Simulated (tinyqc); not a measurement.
# Surface Green function of a zigzag honeycomb ribbon two chains wide, Sancho-Rubio decimation: densities of states against energy

A semi-infinite lead of cells 0, 1, 2, ... with H0 inside a cell and H1 = <cell i|H|cell i + 1>. Cell of four sites joined 1-2-3-4 by -t; site 2 joins site 1 of the next cell and site 3 joins site 4 of the next cell. z = E + i eta.

Start with e_s = e = H0, a = H1, b = H1^dagger. Each round: g = (z - e)^(-1); e_s <- e_s + a g b; e <- e + a g b + b g a; a <- a g a; b <- b g b (all with the old a, b). Round k joins cells 2^k apart. Stop when the largest entry of the matrices a and b is below 1e-12 eV; g_s = (z - e_s)^(-1), bulk (z - e)^(-1), density of states -Im Tr/pi. Here eta = 0.0001 eV. Open modes are the crossings of E with the bands of H0 + H1 exp(ik) + H1^dagger exp(-ik) for 0 < k < pi.

H0 (eV):

|  | 1 | 2 | 3 | 4 |
|---|---|---|---|---|
| 1 | 0 | -1 | 0 | 0 |
| 2 | -1 | 0 | -1 | 0 |
| 3 | 0 | -1 | 0 | -1 |
| 4 | 0 | 0 | -1 | 0 |

H1 (eV):

|  | 1 | 2 | 3 | 4 |
|---|---|---|---|---|
| 1 | 0 | 0 | 0 | 0 |
| 2 | -1 | 0 | 0 | 0 |
| 3 | 0 | 0 | 0 | -1 |
| 4 | 0 | 0 | 0 | 0 |

Result of one run:

| E (eV) | open modes | rounds | surface (1/eV) | bulk (1/eV) |
|---|---|---|---|---|
| -2.31 | 1 | 17 | 0.74928 | 0.67124 |

What becomes of these results when the energy E is changed from -2.31 to -0.26 eV, all else the same?

Result of the changed run:

| E (eV) | open modes | rounds | surface (1/eV) | bulk (1/eV) |
|---|---|---|---|---|
| -0.26 | 1 | 18 | 0.71695 | 0.44120 |

The whole series:

| E (eV) | open modes | rounds | surface (1/eV) | bulk (1/eV) |
|---|---|---|---|---|
| -2.82 | 0 | 5 | 7.3997e-5 | 1.3911e-4 |
| -2.31 | 1 | 17 | 0.74928 | 0.67124 |
| -1.79 | 1 | 18 | 0.71478 | 0.42961 |
| -1.28 | 2 | 18 | 0.95751 | 1.0725 |
| -0.77 | 1 | 18 | 0.62421 | 0.42658 |
| -0.26 | 1 | 18 | 0.71695 | 0.44120 |
| 0.26 | 1 | 18 | 0.71695 | 0.44120 |
| 0.77 | 1 | 18 | 0.62421 | 0.42658 |
| 1.28 | 2 | 18 | 0.95751 | 1.0725 |
| 1.79 | 1 | 18 | 0.71478 | 0.42961 |
| 2.31 | 1 | 17 | 0.74928 | 0.67124 |
| 2.82 | 0 | 5 | 7.3997e-5 | 1.3911e-4 |

The bands of the infinite lead run over -2.56 to -1.00, -1.56 to 0, 0 to 1.56, 1.00 to 2.56 eV. The rounds lie between 5 and 18, 5.0 on average outside the bands and 17.8 inside. The surface density of states is largest at E = -1.28 and 1.28 eV among the rows (0.958 1/eV, bulk 1.07).

Program tinyqc, `OMP_NUM_THREADS=1 python tinyqc.py 2680117 2680118 out.jsonl`; Intel Xeon 2.30GHz, shared host, one thread, about 0.08 s.
